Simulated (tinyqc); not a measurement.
UKS/exchange-only LDA in the sto-6g basis, for BeH, spin multiplicity 2, step by step (part 2 of 2). Computed by tinyqc, a small Python program that keeps every step (integrals from PySCF). Command: `OMP_NUM_THREADS=1 python tinyqc.py 24131 24132 out.jsonl` (the two numbers bound the seeds that draw the settings). One thread of a shared host (Intel(R) Xeon(R) Processor @ 2.60GHz), about 1 s of CPU time with the checks.

Geometry (angstrom):
```
atom         x         y         z
Be    0.000000  0.000000  0.000000
H     0.000000  0.000000  2.198000
```

## Iteration 2: diagonalisation and new density

extrapolated F(alpha) (hartree), lower triangle:
```
            1Be 1s     1Be 2s   1Be 2px   1Be 2py    1Be 2pz      2H 1s
1Be 1s   -3.622414
1Be 2s   -1.050047  -0.417413
1Be 2px   0.000000   0.000000  0.026483
1Be 2py   0.000000   0.000000  0.000000  0.026483
1Be 2pz   0.002765   0.013113  0.000000  0.000000   0.018538
2H 1s    -0.043326  -0.083665  0.000000  0.000000  -0.086936  -0.035918
```

extrapolated F(beta) (hartree), lower triangle:
```
            1Be 1s     1Be 2s   1Be 2px   1Be 2py    1Be 2pz     2H 1s
1Be 1s   -3.530464
1Be 2s   -1.034541  -0.366028
1Be 2px   0.000000   0.000000  0.074264
1Be 2py   0.000000   0.000000  0.000000  0.074264
1Be 2pz  -0.001311  -0.017646  0.000000  0.000000   0.077126
2H 1s    -0.042791  -0.078092  0.000000  0.000000  -0.079393  0.018671
```

X, lower triangle:
```
            1Be 1s     1Be 2s   1Be 2px   1Be 2py    1Be 2pz     2H 1s
1Be 1s    1.025974
1Be 2s   -0.135221   1.040408
1Be 2px   0.000000   0.000000  1.000000
1Be 2py   0.000000   0.000000  0.000000  1.000000
1Be 2pz  -0.003135   0.019546  0.000000  0.000000   1.025731
2H 1s     0.014233  -0.101650  0.000000  0.000000  -0.134565  1.039908
```

Diagonalise F' = X^T F X, C = X C', fill 3 alpha and 2 beta electrons from the bottom; D(s) = C_occ C_occ^T. Each column has its largest component positive (the first on a tie).

F' = X^T F X (alpha) (hartree), lower triangle:
```
           1          2         3         4          5         6
1  -3.530264
2  -0.576589  -0.205605
3   0.000000   0.000000  0.026483
4   0.000000   0.000000  0.000000  0.026483
5  -0.004517   0.030042  0.000000  0.000000   0.043698
6   0.018334  -0.065114  0.000000  0.000000  -0.095455  0.000569
```

orbital energies (alpha) (hartree): MO1 -3.627436, MO2 -0.141949, MO3 -0.060130, MO4 0.026483, MO5 0.026483, MO6 0.137914

coefficients C (alpha):
```
               MO1        MO2        MO3       MO4        MO5        MO6
1Be 1s    0.989224  -0.256934   0.134277  0.000000   0.000000  -0.092248
1Be 2s    0.039696   0.865790  -0.484638  0.000000   0.000000   0.354126
1Be 2px   0.000000   0.000000   0.000000  0.038151   0.999272   0.000000
1Be 2py   0.000000   0.000000   0.000000  0.999272  -0.038151   0.000000
1Be 2pz   0.000223   0.060085   0.606118  0.000000   0.000000   0.836442
2H 1s    -0.004912   0.396727   0.581007  0.000000   0.000000  -0.784262
```

F' = X^T F X (beta) (hartree), lower triangle:
```
           1          2         3         4          5         6
1  -3.436834
2  -0.579617  -0.154503
3   0.000000   0.000000  0.074264
4   0.000000   0.000000  0.000000  0.074264
5  -0.004804  -0.000903  0.000000  0.000000   0.103029
6   0.019303  -0.065647  0.000000  0.000000  -0.099682  0.057068
```

orbital energies (beta) (hartree): MO1 -3.536203, MO2 -0.098614, MO3 0.013511, MO4 0.074264, MO5 0.074264, MO6 0.190067

coefficients C (beta):
```
               MO1        MO2        MO3        MO4       MO5        MO6
1Be 1s    0.988359  -0.242214  -0.175697   0.000000  0.000000  -0.068770
1Be 2s    0.042686   0.805713   0.623435   0.000000  0.000000   0.267918
1Be 2px   0.000000   0.000000   0.000000  -0.117107  0.993119   0.000000
1Be 2py   0.000000   0.000000   0.000000   0.993119  0.117107   0.000000
1Be 2pz   0.001820   0.210283  -0.550101   0.000000  0.000000   0.850759
2H 1s    -0.005573   0.422887  -0.552713   0.000000  0.000000  -0.791010
```

D(alpha) after iteration 2, lower triangle:
```
            1Be 1s     1Be 2s   1Be 2px   1Be 2py   1Be 2pz     2H 1s
1Be 1s    1.062610
1Be 2s   -0.248259   0.986042
1Be 2px   0.000000   0.000000  0.000000
1Be 2py   0.000000   0.000000  0.000000  0.000000
1Be 2pz   0.066170  -0.241718  0.000000  0.000000  0.370989
2H 1s    -0.028776   0.061709  0.000000  0.000000  0.375995  0.494985
```

D(beta) after iteration 2, lower triangle:
```
            1Be 1s    1Be 2s   1Be 2px   1Be 2py   1Be 2pz     2H 1s
1Be 1s    1.035521
1Be 2s   -0.152966  0.650996
1Be 2px   0.000000  0.000000  0.000000
1Be 2py   0.000000  0.000000  0.000000  0.000000
1Be 2pz  -0.049134  0.169506  0.000000  0.000000  0.044222
2H 1s    -0.107937  0.340488  0.000000  0.000000  0.088916  0.178865
```

Within a degenerate level the vectors are fixed only up to a rotation; this is one choice.

## Iteration 13 (converged): orbitals

converged F(alpha) (hartree), lower triangle:
```
            1Be 1s     1Be 2s   1Be 2px   1Be 2py    1Be 2pz      2H 1s
1Be 1s   -3.576925
1Be 2s   -1.041817  -0.399604
1Be 2px   0.000000   0.000000  0.045212
1Be 2py   0.000000   0.000000  0.000000  0.045212
1Be 2pz   0.005277   0.027467  0.000000  0.000000   0.034506
2H 1s    -0.042904  -0.085361  0.000000  0.000000  -0.090860  -0.095453
```

converged F(beta) (hartree), lower triangle:
```
            1Be 1s     1Be 2s   1Be 2px   1Be 2py    1Be 2pz     2H 1s
1Be 1s   -3.566891
1Be 2s   -1.035856  -0.355938
1Be 2px   0.000000   0.000000  0.080273
1Be 2py   0.000000   0.000000  0.000000  0.080273
1Be 2pz  -0.005473  -0.046848  0.000000  0.000000   0.095376
2H 1s    -0.042981  -0.078741  0.000000  0.000000  -0.080265  0.033393
```

As before.

F' = X^T F X (alpha) (hartree), lower triangle:
```
           1          2         3         4          5          6
1  -3.484337
2  -0.576513  -0.187465
3   0.000000   0.000000  0.045212
4   0.000000   0.000000  0.000000  0.045212
5  -0.003976   0.045524  0.000000  0.000000   0.061079
6   0.018126  -0.064637  0.000000  0.000000  -0.095174  -0.061501
```

orbital energies (alpha) (hartree): MO1 -3.582260, MO2 -0.148239, MO3 -0.078184, MO4 0.045212, MO5 0.045212, MO6 0.136459

coefficients C (alpha):
```
               MO1        MO2        MO3       MO4        MO5        MO6
1Be 1s    0.988832  -0.194840  -0.210965  0.000000   0.000000  -0.104223
1Be 2s    0.041039   0.639064   0.740640  0.000000   0.000000   0.390912
1Be 2px   0.000000   0.000000   0.000000  0.037132   0.999310   0.000000
1Be 2py   0.000000   0.000000   0.000000  0.999310  -0.037132   0.000000
1Be 2pz  -0.000641   0.099952  -0.490577  0.000000   0.000000   0.905521
2H 1s    -0.004953   0.650672  -0.506798  0.000000   0.000000  -0.655598
```

F' = X^T F X (beta) (hartree), lower triangle:
```
           1          2         3         4          5         6
1  -3.474626
2  -0.577344  -0.144748
3   0.000000   0.000000  0.080273
4   0.000000   0.000000  0.000000  0.080273
5  -0.005154  -0.030554  0.000000  0.000000   0.121600
6   0.019203  -0.064928  0.000000  0.000000  -0.102188  0.073013
```

orbital energies (beta) (hartree): MO1 -3.571932, MO2 -0.101963, MO3 0.045209, MO4 0.080273, MO5 0.080273, MO6 0.203924

coefficients C (beta):
```
               MO1        MO2        MO3       MO4        MO5        MO6
1Be 1s    0.989216  -0.236177  -0.187648  0.000000   0.000000  -0.039755
1Be 2s    0.039744   0.792366   0.674245  0.000000   0.000000   0.165583
1Be 2px   0.000000   0.000000   0.000000  0.994761  -0.102226   0.000000
1Be 2py   0.000000   0.000000   0.000000  0.102226   0.994761   0.000000
1Be 2pz   0.003206   0.290664  -0.475112  0.000000   0.000000   0.872008
2H 1s    -0.005458   0.394731  -0.593387  0.000000   0.000000  -0.775953
```

D(alpha) after iteration 13, lower triangle:
```
            1Be 1s     1Be 2s   1Be 2px   1Be 2py   1Be 2pz     2H 1s
1Be 1s    1.060258
1Be 2s   -0.240184   0.958635
1Be 2px   0.000000   0.000000  0.000000
1Be 2py   0.000000   0.000000  0.000000  0.000000
1Be 2pz   0.083386  -0.299492  0.000000  0.000000  0.250657
2H 1s    -0.024758   0.040263  0.000000  0.000000  0.313663  0.680244
```

D(beta) after iteration 13, lower triangle:
```
            1Be 1s    1Be 2s   1Be 2px   1Be 2py   1Be 2pz     2H 1s
1Be 1s    1.034328
1Be 2s   -0.147823  0.629423
1Be 2px   0.000000  0.000000  0.000000
1Be 2py   0.000000  0.000000  0.000000  0.000000
1Be 2pz  -0.065477  0.230440  0.000000  0.000000  0.084496
2H 1s    -0.098626  0.312554  0.000000  0.000000  0.114717  0.155842
```

Within a degenerate level the vectors are fixed only up to a rotation; this is one choice.

## Convergence

Stop when the energy changes by less than 1e-10 hartree and every element of the error matrix X^T (F D S - S D F) X (for each spin) is below 3e-06.

Course of the cycle:
```
iteration   E (hartree)     change  largest element of the error matrix
1          -14.61582817          -                             6.26e-02
2          -14.58059724   3.52e-02                             5.53e-02
3          -14.58442269  -3.83e-03                             6.22e-02
4          -14.59407456  -9.65e-03                             1.62e-02
5          -14.59554669  -1.47e-03                             3.74e-03
6          -14.59582428  -2.78e-04                             2.77e-03
7          -14.59589792  -7.36e-05                             7.66e-04
8          -14.59590378  -5.85e-06                             2.58e-04
9          -14.59590402  -2.40e-07                             3.22e-05
10         -14.59590402  -6.04e-09                             1.89e-05
11         -14.59590402  -1.89e-09                             7.62e-06
12         -14.59590402  -1.57e-10                             4.15e-06
13         -14.59590402  -7.14e-11                             1.37e-06
```

PySCF UKS in the same basis, fine grid, after a stability check = -14.59591914 hartree

Converged in 13 iterations. The coarse grid moves the energy by +1.51e-05 hartree.

## Populations, bond orders and dipole

overlap S, lower triangle:
```
           1Be 1s    1Be 2s   1Be 2px   1Be 2py   1Be 2pz     2H 1s
1Be 1s   1.000000
1Be 2s   0.254764  1.000000
1Be 2px  0.000000  0.000000  1.000000
1Be 2py  0.000000  0.000000  0.000000  1.000000
1Be 2pz  0.000000  0.000000  0.000000  0.000000  1.000000
2H 1s    0.010327  0.184602  0.000000  0.000000  0.252236  1.000000
```

Mulliken: Z minus the diagonal of D S on the atom; Loewdin: the same with S^(1/2) D S^(1/2); Mayer order: 2 sum_s sum (D(s) S)_ij (D(s) S)_ji over the two atoms.

Charges (e):
```
atom   Mulliken    Loewdin  Mulliken spin
1Be    0.007995   0.006689       0.474920
2H    -0.007995  -0.006689       0.525080
```

Mayer bond orders:
```
pair     order
2-1   0.724227
```

dipole moment about the origin, x y z (debye): 0.000000  0.000000  -0.465347

<S^2> of the determinant (pure state: 0.75) = 0.822947
